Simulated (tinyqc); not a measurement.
# Oxidation of curved silicon (wires and holes): cylindrical Deal-Grove kinetics with stress-retarded reaction, step by step

A worked calculation. Computed by tinyqc, a small Python program that keeps every step. Command: `OMP_NUM_THREADS=1 python tinyqc.py 3006305 3006306 out.jsonl wireox walk`. One thread of a shared host (Intel(R) Xeon(R) Processor @ 2.30GHz), about 0.01 s of CPU time with the checks. Intermediate numbers are printed to about 5 digits and carried at full precision; extremes and crossings named in words are read from the listed rows.

Silicon fills r < a and oxide a < r < b. One volume of silicon gives 2.25 volumes of oxide, and the length is fixed.

Inputs (values chosen for the exercise, close to those used for silicon in dry oxygen):
```
quantity                       value        unit
prefactor B0                     735      um^2/h
activation energy E_B           1.22          eV
prefactor (B/A)0            4.69e+06        um/h
activation energy E_A           1.99          eV
starting silicon radius a0        49          nm
starting oxide x_i                 2          nm
viscosity prefactor eta0     2.9e-09        Pa s
viscosity energy E_eta          5.66          eV
critical shear stress s_c         31         MPa
activation volume V_k             11  angstrom^3
temperature T                    950           C
time t                           0.4           h
```

Shape: wire (convex).

Constants: k_B = 8.617333262e-05 eV/K.

## Planar constants and viscosity

B = B0 exp(-E_B/(k_B T)), B/A = (B/A)0 exp(-E_A/(k_B T)), eta = eta0 exp(E_eta/(k_B T)); 1 um = 1000 nm. Temperatures in kelvin are T(C) + 273.15.

B = 6910.2 nm^2/h

B/A = 29.629 nm/h

low-stress viscosity eta = 6.0737e+14 Pa s

k_B T = 0.10540 eV

## Rate at the start

Geometry: b^2 = b0^2 + 1.25 (a0^2 - a^2), b0 = a0 + x_i. Rate of oxide made per interface area: q = 1/[1/k + 2 a |ln(b/a)|/B], and |da/dt| = q/2.25. Reaction k = (B/A) exp(-sigma V_k/(k_B T)). New oxide pushes the old with radial speed u = 1.25 |da/dt| at r = a; the shear stress at radius r is s_c asinh(z a^2/r^2), z = 2 eta u/(a s_c) (Eyring flow), and the compressive normal stress at the interface is sigma = |int_a^b 2 s/r dr| = s_c |F(z) - F(z a^2/b^2)|, F(y) = int_0^y asinh(w)/w dw. q and sigma are solved together. 1 MPa angstrom^3 = 6.241509e-6 eV.

oxide radius b0 = 51 nm

rate q without stress = 29.139 nm/h

normal stress sigma = 21.893 MPa

factor on the reaction = 0.98584

rate q with stress = 28.734 nm/h

## State after time t

Integrate da/dt adaptively (tolerance 1e-8); a wire counts as consumed at a = 0.5 nm and a hole as closed at b = 0.5 nm. Planar reference: x^2 + A x = B t + x_i^2 + A x_i, A = B/(B/A).

silicon radius a = 44.240 nm

oxide thickness = 11.937 nm

normal stress at time t = 127.34 MPa

planar thickness = 13.130 nm

ratio to the planar thickness = 0.90916

Stress now cuts the reaction constant to 92 % of its planar value. Caution: planar dry oxides this thin grow faster than Deal-Grove predicts. Caution: the oxide is taken as a purely viscous fluid in steady flow; elasticity, stress-dependent diffusion and thin-oxide enhancement are left out.

## Geometry alone against geometry with stress

A dash marks a stress-free run that has consumed the wire or closed the hole.

Oxide thickness (nm):
```
t (h)  planar  curved, no stress  curved, with stress  a (nm)  sigma (MPa)
0.012   2.349              2.341                2.336  48.847        25.54
0.040   3.160              3.128                3.108  48.493        33.89
0.080   4.308              4.233                4.187  47.995        45.48
0.160   6.573              6.378                6.260  47.019        67.60
0.280   9.894              9.452                9.191  45.605        98.53
0.400  13.130             12.376               11.937  44.240       127.34
0.600  18.351             16.965               16.177  42.057       171.77
0.800  23.377             21.259               20.072  39.971       212.95
```

At 0.8 h the thickness is 0.909 of the planar value from geometry alone and 0.859 with stress. On a wire the new oxide spreads over a larger circumference, which thins it, while the oxidant converges on a smaller interface. Stress takes 6 % off the stress-free value. Caution: elasticity of the oxide, stress-dependent diffusion and thin-oxide enhancement are left out.

Checks made by the program: large-radius limit against the planar law (relative difference 3e-08).
